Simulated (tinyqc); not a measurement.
Raising the sheet density: Gamma, L and X subbands of a thin body with non-parabolic valleys.

Hard walls, flat band, c = hbar^2/2m0, energies from the bulk Gamma edge. For a valley at angle theta to the normal 1/m_z = cos^2/ml + sin^2/mt and m_d = sqrt(ml mt^2/m_z). Subband n starts at E_v + e with e (1 + a e) = c (n pi/t)^2/m_z, and its density-of-states mass is taken as m_d (1 + 2 a e), without further growth at higher in-plane energy. Groups are named by valley and degeneracy.

n_i = g m/(2 pi c) kB T ln(1 + exp((EF - E_i)/kB T)), sum n_i = Ns (1e12/cm^2 = 1e-4/angstrom^2), c = hbar^2/2m0. Quantum capacitance Cq = 1602.176634 sum g m/(2 pi c) f_i in microfarad/cm^2 with f_i = 1/(1 + exp((E_i - EF)/kB T)); Cox = 34.5313/eot (one gate); C/Cox = Cq/(Cq + Cox), the centroid term left out.

Constants: hbar^2/2m0 = 3.80998211 eV angstrom^2; kB = 8.617333262e-05 eV/K.

Inputs chosen for the exercise (near those of a thin InP channel; the results hold for these values, not for the real material):
- face = 100 (surface)
- mG = 0.0782 m0 (Gamma mass)
- aG = 0.59 1/eV (Gamma non-parabolicity)
- EL = 0.544 eV (L edge above Gamma)
- mL = (1.652, 0.098) m0 (L valleys (four, along <111>): ml, mt)
- EX = 0.935 eV (X edge above Gamma)
- mX = (0.866, 0.278) m0 (X valleys (three, along <100>): ml, mt)
- aS = 0.38 1/eV (non-parabolicity of L and X)
- t = 26 angstrom (body thickness)
- T = 300 K (temperature)
- eot = 7 angstrom (equivalent oxide thickness)
- Nl = (0.5, 1, 2, 4, 7, 11, 16) x 1e12/cm^2 (sheet densities)

Fixed thickness, n = 1 to 8 of all groups; the gate overdrive above the lowest edge is (EF - E_lowest)/e + 0.1602177 Ns/Cox in volts.

Results:

| Ns (1e12/cm^2) | EF - lowest (eV) | Gamma share (%) | Cq | C/Cox | overdrive (V) |
|---|---|---|---|---|---|
| 0.5 | -0.021 | 100.0 | 2.60 | 0.345 | -0.005 |
| 1.0 | 0.002 | 100.0 | 4.41 | 0.472 | 0.034 |
| 2.0 | 0.030 | 100.0 | 6.55 | 0.570 | 0.095 |
| 4.0 | 0.073 | 100.0 | 8.09 | 0.621 | 0.203 |
| 7.0 | 0.131 | 99.9 | 8.54 | 0.634 | 0.358 |
| 16.0 | 0.278 | 92.9 | 15.39 | 0.757 | 0.798 |

Give the missing row, Ns (1e12/cm^2) = 11.0.

Computed row:
```
Ns (1e12/cm^2)  EF - lowest (eV)  Gamma share (%)    Cq  C/Cox  overdrive (V)
11.0                       0.204             99.4  8.98  0.646          0.562
```

The lowest subband is G1 n=1. At the highest density band filling takes 0.278 V of the 0.798 V overdrive. Cq grows from 2.6 to 15.4 microfarad/cm^2 while EF moves from -0.021 to +0.278 eV against the lowest edge; the Gamma share stays within 93 to 100 %.

tinyqc: `OMP_NUM_THREADS=1 python tinyqc.py 1250458 1250459 out.jsonl`; about 0.02 s, one thread, shared Intel(R) Xeon(R) Processor @ 2.30GHz.
